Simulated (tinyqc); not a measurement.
# Floating body of a partially depleted SOI transistor: body voltage and kink: two studies

Source at 0 V. Channel current Ic = 2 nf K Vt^2 [F(0) - F(Vd)](1 + la Vd), F(V) = ln^2(1 + exp((Vg - VT - nf V)/(2 nf Vt))), VT = VT0 - gb Vb. Saturation voltage Vs = 2 Vt sqrt(F(0)) + 3 Vt, excess Ve = (Vd - Vs + sqrt((Vd - Vs)^2 + 0.0004 V^2))/2, multiplication M1 = Ai Ve exp(-Bl/Ve). Each junction passes D(v) = J1 (exp(v/Vt) - 1) + J2 (exp(v/(2 Vt)) - 1). Bipolar current Ib = bb J1 (exp(Vb/Vt) - 1). The body settles where M1 (Ic + Ib) = D(Vb) + D(Vb - Vd) + Vb/Rb; drain current Id = (1 + M1)(Ic + Ib) - D(Vb - Vd).

Inputs (values chosen for the exercise); values of the order met in partially depleted silicon-on-insulator transistors: temperature T = 300 K; threshold at zero body voltage VT0 = 0.41 V; fall of the threshold per volt of body voltage gb = 0.22; slope factor nf = 1.28; gain factor per width K = 250 uA/(V^2 um); channel-length modulation factor la = 0.09 1/V; impact-ionisation prefactor Ai = 1.78 1/V; impact-ionisation voltage Bl = 8.6 V; diffusion saturation current of each junction J1 = 4.1e-13 uA/um; recombination saturation current of each junction J2 = 1.3e-8 uA/um; gain of the lateral bipolar transistor on the diffusion current bb = 0.5; resistance of a weak body tie to the source (1e9 stands for no tie, and the term is then dropped) Rb = 1e9 kohm um; gate voltage Vg = 0.66 V; drain voltage Vd = 2 V.

Constants: q = 1.602176634e-19 C, kB = 1.380649e-23 J/K, Vt = kB T/q. Results are converted to the units shown.

Each table varies one quantity; the others keep the values above.

## Output curve and kink

Rows with more than one solution for Vb (latch) are left out; dId/dVd by a forward difference over 1e-4 V, swing = 1e-4 V over the change of log10 Id; M1 under 1e-12 is printed as 0.

Output curve and kink:
```
Vd (V)  Vb (V)        M1  Id, floating (uA/um)  Id, grounded (uA/um)  ratio  dId/dVd, floating (uS/um)  dId/dVd, grounded (uS/um)
1       0.3977  2.501e-6                 12.15                 6.733  1.805                      15.68                     0.5570
1.2     0.5320  5.044e-5                 14.60                 6.845  2.133                      9.151                     0.5676
1.4     0.6011  4.096e-4                 16.09                 6.962  2.311                      6.276                     0.6080
1.6     0.6451  0.001838                 17.22                 7.092  2.428                      5.192                     0.7016
1.8     0.6768  0.005654                 18.22                 7.247  2.514                      4.915                     0.8639
2       0.7012   0.01354                 19.23                 7.442  2.583                      5.219                      1.100
2.2     0.7207   0.02724                 20.34                 7.692  2.645                      6.028                      1.406
```

Vb rises from 0.398 to 0.721 V and the ratio of the currents rises from 1.81 to 2.64. The output conductance with a floating body exceeds the grounded value by the largest factor among the rows, 28.1, at Vd = 1 V, where Vb = 0.398 V and M1 = 2.50e-6.

## Transfer curve and swing

Same model as above.

Transfer curve and swing:
columns A: Vg (V); B: Vb (V); C: M1; D: Id, floating (uA/um); E: Id, grounded (uA/um); F: ratio; G: swing, floating (mV/decade); H: swing, grounded (mV/decade)
```
A            B         C         D         E      F      G      H
-0.04  0.08663   0.03903  1.170e-6  6.634e-7  1.763  60.53  77.76
0.06    0.2867   0.03897  8.882e-5  1.332e-5  6.670  50.93  76.46
0.16    0.4895   0.03841  0.006394  2.683e-4  23.83  60.11  77.07
0.26    0.5974   0.03590    0.1679  0.005100  32.91  85.47  80.04
0.36    0.6525   0.03040     1.403   0.07761  18.08  143.4  91.91
0.46    0.6799   0.02398     4.905    0.6782  7.233  237.1  128.1
0.56    0.6939   0.01825     10.89     2.900  3.757  349.3  200.0
0.66    0.7012   0.01354     19.23     7.442  2.583  467.5  298.3
0.76    0.7043  0.009777     29.81     14.37  2.075  587.1  408.7
```

What does the table show?

Vb rises from 0.0866 to 0.704 V. The smallest swing among the rows is 50.9 mV a decade with a floating body (at Vg = 0.06 V) and 76.5 with a grounded one; Vt ln 10 = 59.5. The floating swing is smaller by more than 3 % for Vg = -0.04, 0.06, 0.16 V, where the rising Vb lowers the threshold as Vg rises. In the first row the floating body raises the current by a factor of 1.76.

Range of the model: The multiplication law is an empirical form chosen for the exercise; self-heating and capacitive coupling to the body are left out, and the linear laws are rough once Vb passes about 0.7 V or M1 about 0.1.

Program tinyqc, `OMP_NUM_THREADS=1 python tinyqc.py 2182075 2182076 out.jsonl`; Intel Xeon 2.30GHz, shared host, one thread, about 0.2 s.
